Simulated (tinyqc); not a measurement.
Reduced Fermi level from a carrier density: charge neutrality of a doped semiconductor with incomplete ionisation. Computed by tinyqc, a small Python program. Command: `OMP_NUM_THREADS=1 python tinyqc.py 3031479 3031480 out.jsonl dopant walk`. One thread of a shared host (Intel(R) Xeon(R) Processor @ 2.30GHz), about 0.05 s of CPU time with the checks.

Energies are counted from the top of the valence band; E_D is measured down from the conduction band and E_A up from the valence band.

Inputs (values chosen for the exercise, modelled on GaP):

| quantity | value | unit |
|---|---|---|
| gap at 0 K E_g0 | 2.37 | eV |
| Varshni alpha | 0.000573 | eV/K |
| Varshni beta | 365 | K |
| electron mass m_e | 0.481 | m_0 |
| valleys M_c | 3 | - |
| hole mass m_h | 0.828 | m_0 |
| temperature T | 77 | K |

Doping: n-type, compensated. Statistics of the bands: Fermi-Dirac.

ratios u of density to N: 0.0056  0.024  0.1  0.43  1.8  7.7  33

Constants: m_0 = 9.1093837015e-31 kg; k_B = 1.380649e-23 J/K; h = 6.62607015e-34 J s; k_B = 8.617333262e-05 eV/K.

Method:
- E_g = E_g0 - alpha T^2/(T + beta).
- N_c = 2 M_c (2 pi m_e k_B T/h^2)^(3/2) and N_v = 2 (2 pi m_h k_B T/h^2)^(3/2), masses in units of m_0.
- n_i = sqrt(N_c N_v) exp(-E_g/(2 k_B T)); E_i = E_g/2 + (k_B T/2) ln(N_v/N_c).
- F_1/2(eta) = (2/sqrt(pi)) int_0^infinity sqrt(x)/(1 + exp(x - eta)) dx, by the trapezoid rule in t = sqrt(x) with step 0.02 up to t = 12 (for eta < -12 by exp(eta) - exp(2 eta)/2^(3/2)).
- For u = density/N of the majority band, eta solves F_1/2(eta) = u (bisection). Boltzmann: ln u. Joyce-Dixon: ln u + u/sqrt(8) - 4.95009e-3 u^2 + 1.48386e-4 u^3 - 4.42563e-6 u^4. Degenerate limit: (3 sqrt(pi) u/4)^(2/3). The last column is (eta - ln u) k_B T.

N_c = 3.26562e+18 cm^-3

k_B T = 0.00663535 eV

Eta by four rules:

| u | density (cm^-3) | exact | Boltzmann | Joyce-Dixon | degenerate | Boltzmann error (meV) |
|---|---|---|---|---|---|---|
| 0.0056 | 1.8287e+16 | -5.183 | -5.1850 | -5.1830 | 3.8126e-02 | 1.3136e-02 |
| 0.024 | 7.8375e+16 | -3.721 | -3.7297 | -3.7212 | 1.0059e-01 | 5.6284e-02 |
| 0.1 | 3.2656e+17 | -2.267 | -2.3026 | -2.2673 | 2.6047e-01 | 2.3427e-01 |
| 0.43 | 1.4042e+18 | -0.693 | -0.8440 | -0.6928 | 6.8876e-01 | 1.0028e+00 |
| 1.8 | 5.8781e+18 | 1.209 | 0.5878 | 1.2090 | 1.7890e+00 | 4.1217e+00 |
| 7.7 | 2.5145e+19 | 4.525 | 2.0412 | 4.5223 | 4.7143e+00 | 1.6479e+01 |
| 33 | 1.0777e+20 | 12.372 | 3.4965 | 9.8572 | 1.2438e+01 | 5.8890e+01 |

Boltzmann statistics place E_F within 1 meV of the exact value up to u = 0.100 of those listed and miss by 58.9 meV at u = 33. Joyce-Dixon stays within 0.01 in eta up to u = 7.70; the degenerate limit is still 0.54 % high at the last u. Past u of about 10 the Joyce-Dixon series fails. A parabolic band is assumed throughout.
